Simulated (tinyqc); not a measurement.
ROHF in the sto-6g basis, for H4, spin multiplicity 3, step by step (part 1 of 2). Computed by tinyqc, a small Python program that keeps every step (integrals from PySCF). Settings: charge = 0, multiplicity = 3, basis = sto-6g, energy threshold = 1e-08, iteration cap = 61, orthogonalisation = canonical, start = random, DIIS depth = 6, method = ROHF. Command: `OMP_NUM_THREADS=1 python tinyqc.py 31449 31450 out.jsonl` (the two numbers bound the seeds that draw the settings). One thread of a shared host (Intel(R) Xeon(R) Processor @ 2.60GHz), about 0.05 s of CPU time with the checks. Later iterations appear only in the table of the cycle.

## One-electron integrals

Geometry (angstrom):
```
atom         x         y         z
H     0.000000  0.000000  0.000000
H     0.000000  0.000000  1.336000
H     0.000000  2.192000  0.000000
H     0.000000  2.192000  1.336000
```

Basis sto-6g: exponents (1/bohr^2) and contraction coefficients of normalised primitives:
```
element  l (shell)   exponent  coefficient
H            s (1)  35.523221     0.009164
H            s (1)   6.513144     0.049361
H            s (1)   1.822143     0.168538
H            s (1)   0.625955     0.370563
H            s (1)   0.243077     0.416492
H            s (1)   0.100112     0.130334
```

Overlap, kinetic and nuclear-attraction integrals over the contracted functions; the nuclear repulsion is the sum of Za Zb / Rab.

nuclear repulsion = 1.68729123 hartree

overlap S, order 1H 1s, 2H 1s, 3H 1s, 4H 1s:
$$\begin{pmatrix}
1.000000 & 0.323205 & 0.087758 & 0.046574 \\
0.323205 & 1.000000 & 0.046574 & 0.087758 \\
0.087758 & 0.046574 & 1.000000 & 0.323205 \\
0.046574 & 0.087758 & 0.323205 & 1.000000
\end{pmatrix}$$

kinetic energy T (hartree), order 1H 1s, 2H 1s, 3H 1s, 4H 1s:
$$\begin{pmatrix}
0.768522 & 0.028975 & -0.012060 & -0.009457 \\
0.028975 & 0.768522 & -0.009457 & -0.012060 \\
-0.012060 & -0.009457 & 0.768522 & 0.028975 \\
-0.009457 & -0.012060 & 0.028975 & 0.768522
\end{pmatrix}$$

nuclear attraction V (hartree), order 1H 1s, 2H 1s, 3H 1s, 4H 1s:
$$\begin{pmatrix}
-2.080022 & -0.595812 & -0.142902 & -0.077773 \\
-0.595812 & -2.080022 & -0.077773 & -0.142902 \\
-0.142902 & -0.077773 & -2.080022 & -0.595812 \\
-0.077773 & -0.142902 & -0.595812 & -2.080022
\end{pmatrix}$$

core Hamiltonian H = T + V (hartree), order 1H 1s, 2H 1s, 3H 1s, 4H 1s:
$$\begin{pmatrix}
-1.311499 & -0.566837 & -0.154962 & -0.087230 \\
-0.566837 & -1.311499 & -0.087230 & -0.154962 \\
-0.154962 & -0.087230 & -1.311499 & -0.566837 \\
-0.087230 & -0.154962 & -0.566837 & -1.311499
\end{pmatrix}$$

## Two-electron integrals

Functions are numbered as in S; the eight-fold symmetry (ij|kl) = (ji|kl) = (kl|ij) leaves the list below.

Two-electron integrals (ij|kl) in chemists' order, unique and non-zero (hartree):
```
(11|11) 0.774999   (21|11) 0.181763   (21|21) 0.061566   (22|11) 0.382655
(22|21) 0.181763   (22|22) 0.774999   (31|11) 0.038786   (31|21) 0.010677
(31|22) 0.026287   (31|31) 0.003762   (32|11) 0.016889   (32|21) 0.006001
(32|22) 0.018749   (32|31) 0.001733   (32|32) 0.000986   (33|11) 0.240992
(33|21) 0.074022   (33|22) 0.206053   (33|31) 0.038786   (33|32) 0.018749
(33|33) 0.774999   (41|11) 0.018749   (41|21) 0.006001   (41|22) 0.016889
(41|31) 0.001733   (41|32) 0.000963   (41|33) 0.016889   (41|41) 0.000986
(42|11) 0.026287   (42|21) 0.010677   (42|22) 0.038786   (42|31) 0.002561
(42|32) 0.001733   (42|33) 0.026287   (42|41) 0.001733   (42|42) 0.003762
(43|11) 0.074022   (43|21) 0.024682   (43|22) 0.074022   (43|31) 0.010677
(43|32) 0.006001   (43|33) 0.181763   (43|41) 0.006001   (43|42) 0.010677
(43|43) 0.061566   (44|11) 0.206053   (44|21) 0.074022   (44|22) 0.240992
(44|31) 0.026287   (44|32) 0.016889   (44|33) 0.382655   (44|41) 0.018749
(44|42) 0.038786   (44|43) 0.181763   (44|44) 0.774999
```

## Orthogonalisation

S = U s U^T; canonical form X = U s^(-1/2), so that X^T S X = 1. Each column of U has its largest component positive (the first on a tie).

eigenvalues of S: [0.635610, 0.717979, 1.188874, 1.457537]

X, order 1H 1s, 2H 1s, 3H 1s, 4H 1s:
$$\begin{pmatrix}
0.627155 & 0.590084 & 0.458566 & 0.414152 \\
-0.627155 & -0.590084 & 0.458566 & 0.414152 \\
-0.627155 & 0.590084 & -0.458566 & 0.414152 \\
0.627155 & -0.590084 & -0.458566 & 0.414152
\end{pmatrix}$$

## Starting guess

The start is random orthonormal orbitals; D(s) = C_occ C_occ^T for each spin.

D(alpha) at the start, order 1H 1s, 2H 1s, 3H 1s, 4H 1s:
$$\begin{pmatrix}
1.046648 & -0.262351 & -0.349528 & 0.056327 \\
-0.262351 & 0.999695 & 0.343669 & -0.147327 \\
-0.349528 & 0.343669 & 0.203057 & -0.186625 \\
0.056327 & -0.147327 & -0.186625 & 1.090771
\end{pmatrix}$$

D(beta) at the start, order 1H 1s, 2H 1s, 3H 1s, 4H 1s:
$$\begin{pmatrix}
0.002303 & -0.033631 & -0.005566 & -0.029885 \\
-0.033631 & 0.491095 & 0.081272 & 0.436403 \\
-0.005566 & 0.081272 & 0.013450 & 0.072221 \\
-0.029885 & 0.436403 & 0.072221 & 0.387801
\end{pmatrix}$$

## Iteration 1: building the Fock matrix

J_ij = sum D_kl (ij|kl) with D = D(alpha) + D(beta), K_ij = sum D_kl (ik|jl) for each spin; F = H + J - K(s); E = tr D H + tr D J / 2 - 0.5 sum_s tr D(s) K(s) + E_nn.

Coulomb J (hartree), order 1H 1s, 2H 1s, 3H 1s, 4H 1s:
$$\begin{pmatrix}
1.618698 & 0.549020 & 0.118748 & 0.071940 \\
0.549020 & 1.853732 & 0.070432 & 0.141591 \\
0.118748 & 0.070432 & 1.212619 & 0.471410 \\
0.071940 & 0.141591 & 0.471410 & 1.737840
\end{pmatrix}$$

exchange K(alpha) (hartree), order 1H 1s, 2H 1s, 3H 1s, 4H 1s:
$$\begin{pmatrix}
0.759088 & 0.256210 & -0.010385 & 0.021805 \\
0.256210 & 0.745951 & 0.065923 & 0.061483 \\
-0.010385 & 0.065923 & 0.145902 & 0.154107 \\
0.021805 & 0.061483 & 0.154107 & 0.787715
\end{pmatrix}$$

exchange K(beta) (hartree), order 1H 1s, 2H 1s, 3H 1s, 4H 1s:
$$\begin{pmatrix}
0.025898 & 0.089227 & 0.020671 & 0.042612 \\
0.089227 & 0.406432 & 0.063521 & 0.145808 \\
0.020671 & 0.063521 & 0.068145 & 0.119287 \\
0.042612 & 0.145808 & 0.119287 & 0.363761
\end{pmatrix}$$

F(alpha) (hartree), order 1H 1s, 2H 1s, 3H 1s, 4H 1s:
$$\begin{pmatrix}
-0.451889 & -0.274028 & -0.025829 & -0.037096 \\
-0.274028 & -0.203719 & -0.082721 & -0.074854 \\
-0.025829 & -0.082721 & -0.244782 & -0.249534 \\
-0.037096 & -0.074854 & -0.249534 & -0.361375
\end{pmatrix}$$

F(beta) (hartree), order 1H 1s, 2H 1s, 3H 1s, 4H 1s:
$$\begin{pmatrix}
0.281300 & -0.107045 & -0.056885 & -0.057902 \\
-0.107045 & 0.135801 & -0.080320 & -0.159179 \\
-0.056885 & -0.080320 & -0.167025 & -0.214714 \\
-0.057902 & -0.159179 & -0.214714 & 0.062579
\end{pmatrix}$$

total energy of this density = -1.37964106 hartree

## Iteration 1: Roothaan effective Fock matrix

With projectors Pc = D(beta) S, Po = (D(alpha) - D(beta)) S, Pv = 1 - D(alpha) S, the block xy is Px^T F Py; with Fc = (F(alpha) + F(beta))/2, the blocks are Fc for cc, oo, vv and cv, F(beta) for co and F(alpha) for ov.

effective F (hartree), order 1H 1s, 2H 1s, 3H 1s, 4H 1s:
$$\begin{pmatrix}
-0.105079 & -0.174232 & -0.082056 & -0.042582 \\
-0.174232 & -0.050638 & -0.095812 & -0.114224 \\
-0.082056 & -0.095812 & -0.185565 & -0.230501 \\
-0.042582 & -0.114224 & -0.230501 & -0.127346
\end{pmatrix}$$

## Iteration 1: diagonalisation and new density

Diagonalise F' = X^T F X, C = X C', fill 3 alpha and 1 beta electrons from the bottom; D(s) = C_occ C_occ^T. Each column has its largest component positive (the first on a tie).

F' = X^T F X (hartree):
$$\begin{pmatrix}
0.179595 & 0.016526 & -0.050903 & 0.028633 \\
0.016526 & 0.078368 & -0.027785 & -0.011810 \\
-0.050903 & -0.027785 & -0.128009 & 0.051226 \\
0.028633 & -0.011810 & 0.051226 & -0.334030
\end{pmatrix}$$

orbital energies (hartree): MO1 -0.349147, MO2 -0.125643, MO3 0.078501, MO4 0.192213

coefficients C, order 1H 1s, 2H 1s, 3H 1s, 4H 1s:
$$\begin{pmatrix}
0.251464 & 0.696956 & 0.387754 & -0.651147 \\
0.330101 & 0.378246 & -0.520731 & 0.774681 \\
0.566722 & -0.337378 & 0.718672 & 0.414536 \\
0.454855 & -0.333428 & -0.674046 & -0.592387
\end{pmatrix}$$

D(alpha) after iteration 1, order 1H 1s, 2H 1s, 3H 1s, 4H 1s:
$$\begin{pmatrix}
0.699335 & 0.144714 & 0.186040 & -0.379369 \\
0.144714 & 0.523197 & -0.314771 & 0.375027 \\
0.186040 & -0.314771 & 0.951487 & -0.114151 \\
-0.379369 & 0.375027 & -0.114151 & 0.772405
\end{pmatrix}$$

D(beta) after iteration 1, order 1H 1s, 2H 1s, 3H 1s, 4H 1s:
$$\begin{pmatrix}
0.063234 & 0.083009 & 0.142510 & 0.114379 \\
0.083009 & 0.108967 & 0.187076 & 0.150148 \\
0.142510 & 0.187076 & 0.321173 & 0.257776 \\
0.114379 & 0.150148 & 0.257776 & 0.206893
\end{pmatrix}$$

## Iteration 2: building the Fock matrix

As before.

Coulomb J (hartree), order 1H 1s, 2H 1s, 3H 1s, 4H 1s:
$$\begin{pmatrix}
1.484272 & 0.468853 & 0.133029 & 0.071476 \\
0.468853 & 1.428284 & 0.071785 & 0.128204 \\
0.133029 & 0.071785 & 1.800358 & 0.555007 \\
0.071476 & 0.128204 & 0.555007 & 1.685107
\end{pmatrix}$$

exchange K(alpha) (hartree), order 1H 1s, 2H 1s, 3H 1s, 4H 1s:
$$\begin{pmatrix}
0.628732 & 0.282135 & 0.075212 & -0.000289 \\
0.282135 & 0.516007 & 0.011349 & 0.104975 \\
0.075212 & 0.011349 & 0.746134 & 0.258314 \\
-0.000289 & 0.104975 & 0.258314 & 0.629231
\end{pmatrix}$$

exchange K(beta) (hartree), order 1H 1s, 2H 1s, 3H 1s, 4H 1s:
$$\begin{pmatrix}
0.109337 & 0.087798 & 0.087766 & 0.071608 \\
0.087798 & 0.143321 & 0.085970 & 0.087192 \\
0.087766 & 0.085970 & 0.378302 & 0.228884 \\
0.071608 & 0.087192 & 0.228884 & 0.296225
\end{pmatrix}$$

F(alpha) (hartree), order 1H 1s, 2H 1s, 3H 1s, 4H 1s:
$$\begin{pmatrix}
-0.455960 & -0.380119 & -0.097146 & -0.015465 \\
-0.380119 & -0.399222 & -0.026794 & -0.131733 \\
-0.097146 & -0.026794 & -0.257275 & -0.270144 \\
-0.015465 & -0.131733 & -0.270144 & -0.255623
\end{pmatrix}$$

F(beta) (hartree), order 1H 1s, 2H 1s, 3H 1s, 4H 1s:
$$\begin{pmatrix}
0.063436 & -0.185782 & -0.109699 & -0.087362 \\
-0.185782 & -0.026537 & -0.101415 & -0.113950 \\
-0.109699 & -0.101415 & 0.110557 & -0.240714 \\
-0.087362 & -0.113950 & -0.240714 & 0.077383
\end{pmatrix}$$

total energy of this density = -1.68775800 hartree

## Iteration 2: Roothaan effective Fock matrix

As before.

effective F (hartree), order 1H 1s, 2H 1s, 3H 1s, 4H 1s:
$$\begin{pmatrix}
-0.191357 & -0.269801 & -0.080988 & -0.049093 \\
-0.269801 & -0.186904 & -0.063869 & -0.133619 \\
-0.080988 & -0.063869 & -0.082292 & -0.261273 \\
-0.049093 & -0.133619 & -0.261273 & -0.104677
\end{pmatrix}$$

## Iteration 2: DIIS over 2 matrices

error matrix X^T (FDS - SDF) X:
$$\begin{pmatrix}
0.000000 & -0.083001 & 0.052328 & -0.051466 \\
0.083001 & 0.000000 & -0.015353 & 0.044350 \\
-0.052328 & 0.015353 & 0.000000 & -0.076596 \\
0.051466 & -0.044350 & 0.076596 & 0.000000
\end{pmatrix}$$

B (overlaps of the stored error matrices):
$$\begin{pmatrix}
3.0157965e-01 & -4.6586664e-02 \\
-4.6586664e-02 & 4.0691641e-02
\end{pmatrix}$$

Minimise |sum c_i e_i|^2 with sum c_i = 1: solve [B -1; -1 0][c; lambda] = [0; -1] with B_ij = tr e_i^T e_j, and take F = sum c_i F_i.

DIIS coefficients: [0.200435, 0.799565]

extrapolated F (hartree), order 1H 1s, 2H 1s, 3H 1s, 4H 1s:
$$\begin{pmatrix}
-0.174064 & -0.250646 & -0.081202 & -0.047788 \\
-0.250646 & -0.159591 & -0.070272 & -0.129732 \\
-0.081202 & -0.070272 & -0.102991 & -0.255105 \\
-0.047788 & -0.129732 & -0.255105 & -0.109221
\end{pmatrix}$$

## Iteration 2: diagonalisation and new density

As before.

F' = X^T F X (hartree):
$$\begin{pmatrix}
0.256204 & -0.048244 & -0.030284 & 0.006303 \\
-0.048244 & 0.097456 & -0.017770 & 0.021705 \\
-0.030284 & -0.017770 & -0.189125 & -0.021370 \\
0.006303 & 0.021705 & -0.021370 & -0.379983
\end{pmatrix}$$

orbital energies (hartree): MO1 -0.383191, MO2 -0.190795, MO3 0.087519, MO4 0.271019

coefficients C, order 1H 1s, 2H 1s, 3H 1s, 4H 1s:
$$\begin{pmatrix}
0.429662 & 0.508469 & -0.706104 & 0.426139 \\
0.489058 & 0.315632 & 0.748752 & -0.473177 \\
0.344015 & -0.495070 & -0.471039 & -0.733491 \\
0.383322 & -0.494311 & 0.341682 & 0.784412
\end{pmatrix}$$

D(alpha) after iteration 2, order 1H 1s, 2H 1s, 3H 1s, 4H 1s:
$$\begin{pmatrix}
0.941733 & -0.158078 & 0.228685 & -0.327906 \\
-0.158078 & 0.899431 & -0.340708 & 0.287282 \\
0.228685 & -0.340708 & 0.585319 & 0.215642 \\
-0.327906 & 0.287282 & 0.215642 & 0.508026
\end{pmatrix}$$

D(beta) after iteration 2, order 1H 1s, 2H 1s, 3H 1s, 4H 1s:
$$\begin{pmatrix}
0.184610 & 0.210130 & 0.147810 & 0.164699 \\
0.210130 & 0.239178 & 0.168243 & 0.187467 \\
0.147810 & 0.168243 & 0.118346 & 0.131868 \\
0.164699 & 0.187467 & 0.131868 & 0.146936
\end{pmatrix}$$

## Iteration 3: building the Fock matrix

As before.

Coulomb J (hartree), order 1H 1s, 2H 1s, 3H 1s, 4H 1s:
$$\begin{pmatrix}
1.725732 & 0.549965 & 0.130759 & 0.071603 \\
0.549965 & 1.731264 & 0.071716 & 0.130539 \\
0.130759 & 0.071716 & 1.478237 & 0.474113 \\
0.071603 & 0.130539 & 0.474113 & 1.462047
\end{pmatrix}$$

exchange K(alpha) (hartree), order 1H 1s, 2H 1s, 3H 1s, 4H 1s:
$$\begin{pmatrix}
0.732816 & 0.259723 & 0.081948 & 0.006809 \\
0.259723 & 0.706058 & 0.004790 & 0.090867 \\
0.081948 & 0.004790 & 0.568580 & 0.289790 \\
0.006809 & 0.090867 & 0.289790 & 0.517368
\end{pmatrix}$$

exchange K(beta) (hartree), order 1H 1s, 2H 1s, 3H 1s, 4H 1s:
$$\begin{pmatrix}
0.258716 & 0.191289 & 0.089701 & 0.085157 \\
0.191289 & 0.300384 & 0.086004 & 0.101117 \\
0.089701 & 0.086004 & 0.173902 & 0.128264 \\
0.085157 & 0.101117 & 0.128264 & 0.196993
\end{pmatrix}$$

F(alpha) (hartree), order 1H 1s, 2H 1s, 3H 1s, 4H 1s:
$$\begin{pmatrix}
-0.318584 & -0.276595 & -0.106152 & -0.022436 \\
-0.276595 & -0.286293 & -0.020304 & -0.115289 \\
-0.106152 & -0.020304 & -0.401843 & -0.382515 \\
-0.022436 & -0.115289 & -0.382515 & -0.366820
\end{pmatrix}$$

F(beta) (hartree), order 1H 1s, 2H 1s, 3H 1s, 4H 1s:
$$\begin{pmatrix}
0.155516 & -0.208162 & -0.113905 & -0.100784 \\
-0.208162 & 0.119381 & -0.101518 & -0.125540 \\
-0.113905 & -0.101518 & -0.007165 & -0.220989 \\
-0.100784 & -0.125540 & -0.220989 & -0.046445
\end{pmatrix}$$

total energy of this density = -1.71154758 hartree

## Iteration 3: Roothaan effective Fock matrix

As before.

effective F (hartree), order 1H 1s, 2H 1s, 3H 1s, 4H 1s:
$$\begin{pmatrix}
-0.080217 & -0.225571 & -0.093831 & -0.070186 \\
-0.225571 & -0.092476 & -0.067126 & -0.126981 \\
-0.093831 & -0.067126 & -0.203480 & -0.317064 \\
-0.070186 & -0.126981 & -0.317064 & -0.197390
\end{pmatrix}$$

## Iteration 3: DIIS over 3 matrices

error matrix X^T (FDS - SDF) X:
$$\begin{pmatrix}
0.000000 & 0.051592 & 0.006501 & -0.011715 \\
-0.051592 & 0.000000 & 0.004908 & -0.001773 \\
-0.006501 & -0.004908 & 0.000000 & 0.098248 \\
0.011715 & 0.001773 & -0.098248 & 0.000000
\end{pmatrix}$$

B (overlaps of the stored error matrices):
$$\begin{pmatrix}
3.0157965e-01 & -4.6586664e-02 & 1.8886117e-02 \\
-4.6586664e-02 & 4.0691641e-02 & -2.2037062e-02 \\
1.8886117e-02 & -2.2037062e-02 & 2.5042297e-02
\end{pmatrix}$$

As before.

DIIS coefficients: [0.049138, 0.436973, 0.513888]

extrapolated F (hartree), order 1H 1s, 2H 1s, 3H 1s, 4H 1s:
$$\begin{pmatrix}
-0.130004 & -0.242376 & -0.087640 & -0.059613 \\
-0.242376 & -0.131683 & -0.067112 & -0.129255 \\
-0.087640 & -0.067112 & -0.149644 & -0.288431 \\
-0.059613 & -0.129255 & -0.288431 & -0.153435
\end{pmatrix}$$

## Iteration 3: diagonalisation and new density

As before.

F' = X^T F X (hartree):
$$\begin{pmatrix}
0.266354 & -0.018770 & -0.022363 & 0.003347 \\
-0.018770 & 0.110208 & -0.004630 & 0.021677 \\
-0.022363 & -0.004630 & -0.197485 & 0.025354 \\
0.003347 & 0.021677 & 0.025354 & -0.396837
\end{pmatrix}$$

orbital energies (hartree): MO1 -0.401037, MO2 -0.195362, MO3 0.109055, MO4 0.269584

coefficients C, order 1H 1s, 2H 1s, 3H 1s, 4H 1s:
$$\begin{pmatrix}
0.320651 & 0.541748 & 0.665873 & 0.532573 \\
0.385085 & 0.471676 & -0.649063 & -0.575567 \\
0.448874 & -0.426446 & 0.540235 & -0.669425 \\
0.487211 & -0.377519 & -0.487000 & 0.711522
\end{pmatrix}$$

D(alpha) after iteration 3, order 1H 1s, 2H 1s, 3H 1s, 4H 1s:
$$\begin{pmatrix}
0.839694 & -0.053186 & 0.272633 & -0.372575 \\
-0.053186 & 0.792051 & -0.378936 & 0.325644 \\
0.272633 & -0.378936 & 0.675198 & 0.116594 \\
-0.372575 & 0.325644 & 0.116594 & 0.617063
\end{pmatrix}$$

D(beta) after iteration 3, order 1H 1s, 2H 1s, 3H 1s, 4H 1s:
$$\begin{pmatrix}
0.102817 & 0.123478 & 0.143932 & 0.156225 \\
0.123478 & 0.148291 & 0.172855 & 0.187618 \\
0.143932 & 0.172855 & 0.201488 & 0.218696 \\
0.156225 & 0.187618 & 0.218696 & 0.237374
\end{pmatrix}$$

## Iteration 4: building the Fock matrix

As before.

Coulomb J (hartree), order 1H 1s, 2H 1s, 3H 1s, 4H 1s:
$$\begin{pmatrix}
1.597020 & 0.510366 & 0.130698 & 0.071645 \\
0.510366 & 1.597847 & 0.071683 & 0.130625 \\
0.130698 & 0.071683 & 1.603838 & 0.513567 \\
0.071645 & 0.130625 & 0.513567 & 1.597412
\end{pmatrix}$$

exchange K(alpha) (hartree), order 1H 1s, 2H 1s, 3H 1s, 4H 1s:
$$\begin{pmatrix}
0.686736 & 0.267842 & 0.087108 & 0.002888 \\
0.267842 & 0.655958 & 0.001829 & 0.095256 \\
0.087108 & 0.001829 & 0.610299 & 0.281546 \\
0.002888 & 0.095256 & 0.281546 & 0.572270
\end{pmatrix}$$

exchange K(beta) (hartree), order 1H 1s, 2H 1s, 3H 1s, 4H 1s:
$$\begin{pmatrix}
0.158416 & 0.121789 & 0.088518 & 0.083331 \\
0.121789 & 0.194091 & 0.086398 & 0.100757 \\
0.088518 & 0.086398 & 0.274464 & 0.197553 \\
0.083331 & 0.100757 & 0.197553 & 0.302789
\end{pmatrix}$$

F(alpha) (hartree), order 1H 1s, 2H 1s, 3H 1s, 4H 1s:
$$\begin{pmatrix}
-0.401216 & -0.324313 & -0.111373 & -0.018473 \\
-0.324313 & -0.369611 & -0.017376 & -0.119593 \\
-0.111373 & -0.017376 & -0.317960 & -0.334816 \\
-0.018473 & -0.119593 & -0.334816 & -0.286357
\end{pmatrix}$$

F(beta) (hartree), order 1H 1s, 2H 1s, 3H 1s, 4H 1s:
$$\begin{pmatrix}
0.127104 & -0.178261 & -0.112782 & -0.098916 \\
-0.178261 & 0.092256 & -0.101945 & -0.125095 \\
-0.112782 & -0.101945 & 0.017875 & -0.250823 \\
-0.098916 & -0.125095 & -0.250823 & -0.016876
\end{pmatrix}$$

total energy of this density = -1.74432960 hartree

## Iteration 4: Roothaan effective Fock matrix

As before.

effective F (hartree), order 1H 1s, 2H 1s, 3H 1s, 4H 1s:
$$\begin{pmatrix}
-0.126766 & -0.216875 & -0.092671 & -0.056382 \\
-0.216875 & -0.128398 & -0.056665 & -0.125172 \\
-0.092671 & -0.056665 & -0.158043 & -0.324330 \\
-0.056382 & -0.125172 & -0.324330 & -0.159912
\end{pmatrix}$$

## Iteration 4: DIIS over 4 matrices

error matrix X^T (FDS - SDF) X:
$$\begin{pmatrix}
0.000000 & -0.034063 & 0.006147 & -0.006270 \\
0.034063 & 0.000000 & -0.000405 & -0.004489 \\
-0.006147 & 0.000405 & 0.000000 & 0.027795 \\
0.006270 & 0.004489 & -0.027795 & 0.000000
\end{pmatrix}$$

B (overlaps of the stored error matrices):
$$\begin{pmatrix}
3.0157965e-01 & -4.6586664e-02 & 1.8886117e-02 & 1.0288723e-02 \\
-4.6586664e-02 & 4.0691641e-02 & -2.2037062e-02 & 2.2994957e-03 \\
1.8886117e-02 & -2.2037062e-02 & 2.5042297e-02 & 2.1856416e-03 \\
1.0288723e-02 & 2.2994957e-03 & 2.1856416e-03 & 4.0605603e-03
\end{pmatrix}$$

As before.

DIIS coefficients: [0.005560, 0.188194, 0.244378, 0.561868]

extrapolated F (hartree), order 1H 1s, 2H 1s, 3H 1s, 4H 1s:
$$\begin{pmatrix}
-0.127426 & -0.228723 & -0.090697 & -0.058307 \\
-0.228723 & -0.130198 & -0.060795 & -0.127143 \\
-0.090697 & -0.060795 & -0.155044 & -0.310166 \\
-0.058307 & -0.127143 & -0.310166 & -0.158495
\end{pmatrix}$$

## Iteration 4: diagonalisation and new density

As before.

F' = X^T F X (hartree):
$$\begin{pmatrix}
0.276935 & -0.039587 & -0.019174 & 0.001116 \\
-0.039587 & 0.107643 & -0.001530 & 0.019335 \\
-0.019174 & -0.001530 & -0.205038 & 0.041554 \\
0.001116 & 0.019335 & 0.041554 & -0.398416
\end{pmatrix}$$

orbital energies (hartree): MO1 -0.407747, MO2 -0.197215, MO3 0.099632, MO4 0.286454

coefficients C, order 1H 1s, 2H 1s, 3H 1s, 4H 1s:
$$\begin{pmatrix}
0.284402 & 0.555117 & 0.720476 & 0.463899 \\
0.341141 & 0.509748 & -0.701943 & -0.504365 \\
0.481322 & -0.391130 & 0.461695 & -0.724922 \\
0.514365 & -0.339017 & -0.418542 & 0.754086
\end{pmatrix}$$

D(alpha) after iteration 4, order 1H 1s, 2H 1s, 3H 1s, 4H 1s:
$$\begin{pmatrix}
0.908126 & -0.125743 & 0.252406 & -0.343457 \\
-0.125743 & 0.868944 & -0.359263 & 0.296450 \\
0.252406 & -0.359263 & 0.597815 & 0.186937 \\
-0.343457 & 0.296450 & 0.186937 & 0.554682
\end{pmatrix}$$

D(beta) after iteration 4, order 1H 1s, 2H 1s, 3H 1s, 4H 1s:
$$\begin{pmatrix}
0.080884 & 0.097021 & 0.136889 & 0.146287 \\
0.097021 & 0.116377 & 0.164198 & 0.175471 \\
0.136889 & 0.164198 & 0.231671 & 0.247575 \\
0.146287 & 0.175471 & 0.247575 & 0.264572
\end{pmatrix}$$
